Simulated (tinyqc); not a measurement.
Width of the inclusion: polytypes by hexagonality, and a cubic inclusion as a quantum well.

Gap: E3 + (Es - E3) h/hs for h up to hs, then linear from Es to E2 at h = 1. Valence top Ev2 h and polarisation P2 h, both counted from 3C; Ec = Ev + gap.

A cubic inclusion of width L = N d in the host (h = 0.5) is a well of depth V = Ec(host) - Ec(3C). Square well with mass mismatch: k tan(k L/2) = (m_w/m_b) q, k = sqrt(m_w E/c), q = sqrt(m_b (V - E)/c), c = hbar^2/2m0, lowest root. The depth of the level, V - E, is its binding, and the transition to the valence top of the host is gap(host) - (V - E). The step in polarisation gives a field |F| = |P|/(eps eps0) in a thin inclusion, eps0 = 8.8541878e-12 F/m.

Constants: hbar^2/2m0 = 3.80998211 eV angstrom^2.

Parameters, chosen for this exercise (of the order of those of SiC; not measured data):
```
symbol  value           unit      meaning
E3      2.402           eV        gap of the cubic polytype
E2      3.314           eV        gap of 2H
Ev2     0.142           eV        valence top of 2H above that of 3C
P2      -0.0501         C/m^2     spontaneous polarisation of 2H
Es      3.248           eV        gap at the hexagonality hs
hs      0.5                       hexagonality up to which the first line holds
m       (0.333, 0.347)  m0        electron mass along c in the cubic layer and in the host
d       2.519           angstrom  thickness of a double layer
eps     9.7                       dielectric constant
```

Without the field: square well. With it, the potential inside is |F| (z - L/2), the host conduction edge lies at V - |F| L/2 on one side and V + |F| L/2 on the other, and the lowest level E_F is found by finite differences (step 0.25 angstrom, wide box, good to about 1 meV). Holes sit in the host on the high side, so the transition is gap(host) - V + E_F - |F| L/2. A dash: bound by less than 2 meV or not at all.

Results:
```
N   L (angstrom)  depth (eV)  transition (eV)  depth below the low side, with field (eV)  transition with field (eV)
1           2.52       0.103            3.145                                      0.070                       3.105
2           5.04       0.291            2.957                                      0.223                       2.879
3           7.56       0.449            2.799                                      0.346                       2.682
4          10.08       0.561            2.687                                      0.425                       2.529
6          15.11       0.696            2.552                                      0.501                       2.306
8          20.15       0.768            2.480                                      0.524                       2.137
12         30.23       0.837            2.411                                      0.530                       1.836
```

The square well binds a level even at N = 1 (103 meV), as any symmetric one-dimensional well does; the depth grows to 837 of 917 meV, and the transition tends to E3 - Ev(host) = 2.331 eV. With the field the level is bound by 2 meV or more for N = 1, 2, 3, 4, 6, 8 and 12, and the transition is lowered by 40 meV at N = 1 and 575 meV at N = 12, where |F| L/2 = 441 meV. Free carriers or surface charge screen the field and the step between the two sides, and the attraction to the hole, left out here, binds the electron further.

Computed by tinyqc, a small Python program: `OMP_NUM_THREADS=1 python tinyqc.py 1850415 1850416 out.jsonl` (the numbers bound the seed that draws the inputs); one thread of a shared host (Intel(R) Xeon(R) Processor @ 2.30GHz), about 0.05 s for the whole set of steps.
